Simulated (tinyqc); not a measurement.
From one set of inputs to another, one input at a time: charge neutrality of a doped semiconductor with incomplete ionisation. Computed by tinyqc, a small Python program. Command: `OMP_NUM_THREADS=1 python tinyqc.py 3025589 3025590 out.jsonl dopant ladder`. One thread of a shared host (Intel(R) Xeon(R) Processor @ 2.30GHz), about 0.1 s of CPU time with the checks.

Energies are counted from the top of the valence band; E_D is measured down from the conduction band and E_A up from the valence band.

The inputs printed are set A. Set A is modelled on ZnO; the values taken over come from a set modelled on InP. Inputs not listed in the table keep their values of set A, so the rows need not describe a real material.

Inputs (values chosen for the exercise, modelled on ZnO):
```
quantity                 value   unit
gap at 0 K E_g0            3.5     eV
Varshni alpha         0.000566   eV/K
Varshni beta               491      K
electron mass m_e         0.27    m_0
valleys M_c                  1      -
hole mass m_h            0.808    m_0
donor density N_D      9.8e+17  cm^-3
donor depth E_D         0.0443     eV
donor degeneracy g_D         2      -
temperature T              250      K
iteration cap               60      -
```

Doping: n-type. Statistics of the bands: Fermi-Dirac. Solver: bisection. Start of Newton steps: intrinsic level E_i.

Constants: m_0 = 9.1093837015e-31 kg; k_B = 1.380649e-23 J/K; h = 6.62607015e-34 J s; k_B = 8.617333262e-05 eV/K.

Method:
- E_g = E_g0 - alpha T^2/(T + beta).
- N_c = 2 M_c (2 pi m_e k_B T/h^2)^(3/2) and N_v = 2 (2 pi m_h k_B T/h^2)^(3/2), masses in units of m_0.
- n_i = sqrt(N_c N_v) exp(-E_g/(2 k_B T)); E_i = E_g/2 + (k_B T/2) ln(N_v/N_c).
- n = N_c F_1/2((E_F - E_g)/k_B T), p = N_v F_1/2(-E_F/k_B T).
- F_1/2(eta) = (2/sqrt(pi)) int_0^infinity sqrt(x)/(1 + exp(x - eta)) dx, by the trapezoid rule in t = sqrt(x) with step 0.02 up to t = 12 (for eta < -12 by exp(eta) - exp(2 eta)/2^(3/2)).
- N_D+ = N_D/(1 + g_D exp((E_F - E_g + E_D)/k_B T)).
- Neutrality: p + N_D+ = n + N_A-; the log ratio is ln[(p + N_D+)/(n + N_A-)].
- Bisection of the log ratio between E = -0.3 and E_g + 0.3 eV; stop when |log ratio| < 1e-9.

Each row keeps all changes above it:
```
input moved                   from       to  majority density n (cm^-3)  minority density p (cm^-3)  intrinsic density n_i (cm^-3)
set A                            -        -                   3.273e+17                   2.765e-50                      9.719e-17
gap at 0 K E_g0 (eV)           3.5     1.43                   3.273e+17                   1.483e-08                      7.117e+04
donor density N_D (cm^-3)  9.8e+17  1.1e+14                   1.099e+14                   4.608e-05                      7.117e+04
donor depth E_D (eV)        0.0443  0.00721                   1.100e+14                   4.605e-05                      7.117e+04
hole mass m_h (m_0)          0.808    0.598                   1.100e+14                   2.932e-05                      5.679e+04
electron mass m_e (m_0)       0.27   0.0798                   1.099e+14                   4.714e-06                      2.276e+04
```

Majority density n goes from 3.27e17 to 1.10e14, a factor 3.36e-4 in all. The largest single move comes from donor density N_D (a factor 3.36e-4). Minority density p goes from 2.76e-50 to 4.71e-6, a factor 1.71e44 in all. The largest single move comes from gap at 0 K E_g0 (a factor 5.36e41). Intrinsic density n_i goes from 9.72e-17 to 22800, a factor 2.34e20 in all. The largest single move comes from gap at 0 K E_g0 (a factor 7.32e20). The single moves hold for this order of the switches; the total does not depend on the order.

Extremes, crossings and ranges named in words are read from the listed rows.
